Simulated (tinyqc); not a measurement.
Inside a calculation: static screening by free carriers. Values are carried at full precision from step to step, so a last printed digit may differ when a step is redone from the rounded ones.

kF = (3 pi^2 n/Mv)^(1/3), EF = c kF^2/m with c = hbar^2/2m0, n in 1/angstrom^3 (1e-24 per 1/cm^3), e2 = e^2/(4 pi eps0). Thomas-Fermi: qTF^2 = 6 pi e2 n/(eps EF). Debye: qD^2 = 4 pi e2 n/(eps kB T).

Constants: hbar^2/2m0 = 3.80998211 eV angstrom^2; e^2/(4 pi eps0) = 14.39964547 eV angstrom; kB = 8.617333262e-05 eV/K; a0 (Bohr radius) = 0.5291772105 angstrom; hbar = 6.58211957e-16 eV s.

Values chosen for the exercise (near those of InAs; the results hold for these values, not for the real material):
```
symbol  value    unit        meaning
n       3.4e+15  1/cm^3      carrier density
m       0.0259   m0          mass of one isotropic valley
Mv      1                    valleys
eps     15.1                 background dielectric constant
T       200      K
q       0.00388  1/angstrom  wave vector
aD      292.7    angstrom    trial radius
NI      5.1e+15  1/cm^3      ionised impurities
```

## Fermi and screening wave vectors

Also the effective Bohr radius aB = a0 eps/m and rs = (3/(4 pi n))^(1/3)/aB.

kF = 0.0046519 1/angstrom
EF at 0 K = 3.183 meV
EF/kT = 0.185
qTF = 0.0043816 1/angstrom
qD = 0.0015376 1/angstrom
aB = 308.5 angstrom
rs = 1.34

The gas is not degenerate, so the Debye value applies.

## Screening at finite temperature

F_j(eta) = (1/Gamma(j + 1)) integral_0^infinity x^j dx/(1 + exp(x - eta)), which tends to exp(eta) for eta << 0.

At finite T: qs^2 = qD^2 F_-1/2(eta)/F_1/2(eta), where n = Mv N F_1/2(eta) and N = 2 (m kB T/(4 pi c))^(3/2) with c = hbar^2/2m0, in 1/angstrom^3; times 1e24 for 1/cm^3.

Solve for eta and form qs.

n/(Mv N) = 0.05972
eta = -2.797
qs = 0.001522 1/angstrom
screening length 1/qs = 657.2 angstrom

qs is 0.990 of the Debye value and 0.347 of the Thomas-Fermi value.

## Lindhard function at one q

Lindhard at zero temperature: eps(q)/eps = 1 + (qTF/q)^2 L(x), x = q/(2 kF), L(x) = 1/2 + ((1 - x^2)/(4x)) ln|(1 + x)/(1 - x)|.

Compare with Thomas-Fermi, 1 + (qTF/q)^2.

x = 0.4170
L(x) = 0.9398
eps(q)/eps, Lindhard = 2.199
eps(q)/eps, Thomas-Fermi = 2.275

The carriers respond with 94 % of their long-wave strength at this q. The zero-temperature form is an exercise here: at the temperature of this gas EF is only 0.18 kT.

## A donor in the screened potential

Donor in the screened potential -(e2/eps) exp(-qs r)/r with the trial function exp(-r/a): E(a) = c/(m a^2) - (e2/eps) 4/(a (2 + qs a)^2), e2 = e^2/(4 pi eps0), c = hbar^2/2m0; isotropic mass.

Evaluate both terms at a = aD.

kinetic term = 1.717 meV
potential term = -2.179 meV
E(aD) = -0.462 meV
unscreened level -m Ry/eps^2 (Ry = 13.60569312 eV) = -1.545 meV

This trial radius gives a bound state.

## Ionised-impurity scattering at E = 3 kT

Brooks-Herring rate for an electron of energy E: 1/tau = NI (pi e2^2/(eps^2 hbar)) (sqrt(c/m)/E^(3/2)) Phi(b), with Phi = ln(1 + b) - b/(1 + b), b = (2k/qs)^2, k^2 = m E/c, NI in 1/angstrom^3.

e2 = e^2/(4 pi eps0), c = hbar^2/2m0; mobility estimate mu = tau/(m m0/e) with m0/e = 5.685630e-12 kg/C, times 1e4 for cm^2/(V s).

b = 607.2
Phi = 5.4122
1/tau = 1.24e+11 1/s
mu at this energy = 5.49e+05 cm^2/(V s)

b is well above 1, the regime that the Brooks-Herring formula is meant for; a true mobility averages tau over the distribution.

## Checks

- Scattering rate against the golden-rule integral over angles (1/s): both 1.236e+11.
- L(x) at x = 0.7 against the integral over the Fermi sphere: both 0.81595.

Computed by tinyqc, a small Python program: `OMP_NUM_THREADS=1 python tinyqc.py 1650406 1650407 out.jsonl` (the numbers bound the seed that draws the inputs); one thread of a shared host (Intel(R) Xeon(R) Processor @ 2.30GHz), about 0.01 s for the whole set of steps.
